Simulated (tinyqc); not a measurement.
Geometry relaxation of a small cluster: one step, computed by the program tinyqc.

E = sum_(i<j) phi(r_ij), phi(r) = eps [exp(-2 alpha (r - r0)) - 2 exp(-alpha (r - r0))]; the force on i is -sum_j phi'(r_ij) (R_i - R_j)/r_ij.

Question. Energy and forces at the start. Evaluate E and the forces at the starting positions.

Inputs (values chosen for the exercise, for model atoms): length r0 = 3.06 angstrom; well depth eps = 0.56 eV; stiffness alpha = 1.38 1/angstrom.

Potential: Morse. Method: BFGS.

starting positions (angstrom):
```
            x      y      z
atom 1   0.13  -0.24  -0.02
atom 2   2.78  -0.23   0.12
atom 3   3.11   3.16  -0.24
atom 4  -0.05   3.01  -0.09
atom 5   1.49   1.66   2.15
atom 6   1.47   1.49  -2.19
```

Give: distances; energy at the start; forces.

Answer.

distances (angstrom): 1-2 2.6537, 1-3 4.5265, 1-4 3.2557, 1-5 3.1888, 1-6 3.0818, 2-3 3.4250, 2-4 4.3070, 2-5 3.0589, 2-6 3.1640, 3-4 3.1671, 3-5 3.2537, 3-6 3.0465, 4-5 3.0351, 4-6 3.0051, 5-6 4.3434

energy at the start = -6.7083 eV

forces (eV/angstrom):
```
              x        y        z
atom 1  -1.8225   0.5547  -0.0099
atom 2   1.8462   0.6402  -0.0747
atom 3  -0.4573  -0.6193   0.2790
atom 4   0.2527  -0.3496   0.0587
atom 5   0.0747  -0.0297  -0.5225
atom 6   0.1061  -0.1963   0.2694
```
